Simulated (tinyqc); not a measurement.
Trench capacitor in an array: capacitance, non-linearity, leakage and relaxation: one step of the calculation.

A film between two metal electrodes, each interface adding a series capacitance ci. The small-signal permittivity is ek (1 + aq E^2); the field is found with the linear permittivity. Leakage J = J0 sinh(E/Ef). After a voltage step the film passes a relaxation current kr C V tt^(-nr), tt being the time in seconds. The sidewall is a coaxial capacitor with radii a = dm/2 - t and b = dm/2, depth AR dm; the end face is left out.

Problem. Cell capacitance, fields and time constant. Per length 1/c = ln(b/a)/(2 pi eps0 ek) + (1/a + 1/b)/(2 pi ci); cell capacitance c AR dm; per footprint over pt^2; fields c V/(2 pi eps0 ek r) at r = a and b; resistance of the inner electrode rho AR dm/(pi a^2); time constant R C/3 of the distributed line.

Values chosen for this exercise; permittivity of the order of that of strontium titanate: relative permittivity of the film ek = 161; film thickness t = 8.8 nm; capacitance of each electrode interface (dead layer and screening) ci = 270 uF/cm^2; bias V = 1.5 V; diameter of the hole dm = 100 nm; aspect ratio, depth over diameter AR = 50; pitch of the square array pt = 160 nm; resistivity of the inner electrode rho = 390 uohm cm.

Constants: eps0 = 8.8541878128e-14 F/cm where lengths are in cm. Results are converted to the units shown.

Give: a; b; cell capacitance; capacitance per footprint; field at a; field at b; R; R C/3.

Solution.

a = 41.200 nm
b = 50.000 nm
cell capacitance = 206.42 fF
capacitance per footprint = 806.32 uF/cm^2
field at a = 1.6781 MV/cm
field at b = 1.3827 MV/cm
R = 3.6567 kohm
R C/3 = 251.60 ps

The array gives 55.7 times the planar capacitance per footprint; curvature makes the field at the inner electrode 1.10 times the planar value.

Program tinyqc, `OMP_NUM_THREADS=1 python tinyqc.py 2102024 2102025 out.jsonl`; Intel Xeon 2.30GHz, shared host, one thread, about 0.01 s.
